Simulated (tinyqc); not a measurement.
Carrier statistics of a doped semiconductor with parabolic bands: one step. The neutral state. Two cases, with inputs chosen for the exercise.

Task: Solve the neutrality condition for EF to convergence.

Energies are counted from Ev, so Ec = Eg. n = Nc F_1/2((EF - Eg)/kT), p = Nv F_1/2(-EF/kT), ND+ = ND/(1 + 2 exp((EF - Eg + ED)/kT)), NA- = NA/(1 + 4 exp((EA - EF)/kT)); neutrality asks p + ND+ = n + NA-. F_j(eta) = (1/Gamma(j + 1)) integral_0^infinity x^j dx/(1 + exp(x - eta)), which tends to exp(eta) for eta << 0.

Give: EF; n; p; ND+; NA-.

Case 1.

Values chosen (near those of SiC; the results hold for these values, not for the real material): ND = 6.5e+15 1/cm^3 (donors); NA = 3e+12 1/cm^3 (acceptors); ED = 0.0603 eV (donor level below Ec); EA = 0.199 eV (acceptor level above Ev).

Eg = 3.1720559 eV
kT = 0.04308667 eV
Nc = 3.890358e+19 1/cm^3
Nv = 7.013035e+19 1/cm^3

Result:

EF = 2.7973 eV
n = 6.49e+15 1/cm^3
p = 4.48e-09 1/cm^3
ND+ = 6.49e+15 1/cm^3
NA- = 3.00e+12 1/cm^3

The material is n-type; 99.9 % of the donors are ionised. EF lies 8.70 kT inside the gap from the conduction edge, so Boltzmann statistics would serve; n p/(Nc Nv exp(-Eg/kT)) = 1.000.

Case 2.

Values chosen (near those of SiC; the results hold for these values, not for the real material): ND = 1.1e+12 1/cm^3 (donors); NA = 4.5e+14 1/cm^3 (acceptors); ED = 0.063 eV (donor level below Ec); EA = 0.21 eV (acceptor level above Ev).

Eg = 3.2072037 eV
kT = 0.01723467 eV
Nc = 9.644295e+18 1/cm^3
Nv = 1.835224e+19 1/cm^3

Result:

EF = 0.2105 eV
n = 2.96e-57 1/cm^3
p = 9.10e+13 1/cm^3
ND+ = 1.10e+12 1/cm^3
NA- = 9.21e+13 1/cm^3

The material is p-type; 20.5 % of the acceptors are ionised. EF lies 12.21 kT inside the gap from the valence edge, so Boltzmann statistics would serve; n p/(Nc Nv exp(-Eg/kT)) = 1.000.

Computed by tinyqc, one run a case: `OMP_NUM_THREADS=1 python tinyqc.py N N+1 out.jsonl` with N = 1680524, 1680590; one thread of a shared Intel(R) Xeon(R) Processor @ 2.30GHz, about 0.01 s a run at most.
